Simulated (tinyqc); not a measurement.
Inductance and parasitic capacitance from two readings.

Problem. A loss-free coil L in parallel with C shows the apparent inductance L/(1 - w^2 L C), w = 2 pi f. Find L, C and the self-resonance 1/(2 pi sqrt(L C)).

apparent inductance at 3.8 and 8.2 GHz (nH): [3.5234096, 7.0386506]

Solution. The inverse of the reading is 1/L - w^2 C, a straight line in w^2.

L = 3.100 nH
C = 68.00 fF
self-resonance = 10.96 GHz

Numbers from tinyqc (`OMP_NUM_THREADS=1 python tinyqc.py 2302018 2302019 out.jsonl`; about 0.01 s on one thread of a shared Intel Xeon 2.30GHz).
